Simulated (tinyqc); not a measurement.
Model parameters from four stresses.

Inverse problem. The threshold shift of a transistor under bias-temperature stress follows dV = A (V/V0)^g exp[-(Ea q/kB)(1/T - 1/T0)] (t/1 s)^n. Find n, A, g and Ea.

Values chosen for this exercise: reference stress voltage V0 = 1.8 V; reference temperature T0 = 398 K.

Constants: q = 1.602176634e-19 C, kB = 1.380649e-23 J/K. Results are converted to the units shown.

dV at (V0, T0, 10 s), (V0, T0, 1000 s), (1.5 V, T0, 1000 s) and (V0, 423 K, 1000 s) (mV): 9.1923805  23.090216  7.8751465  27.432602

Answer. Each pair differs in one condition, and the logarithm of its ratio gives one exponent.

n = 0.2000
A = 5.800 mV
g = 5.900
Ea = 0.1000 eV

tinyqc, about 0.01 s, one thread, Intel Xeon 2.30GHz (shared host): `OMP_NUM_THREADS=1 python tinyqc.py 2070114 2070115 out.jsonl`
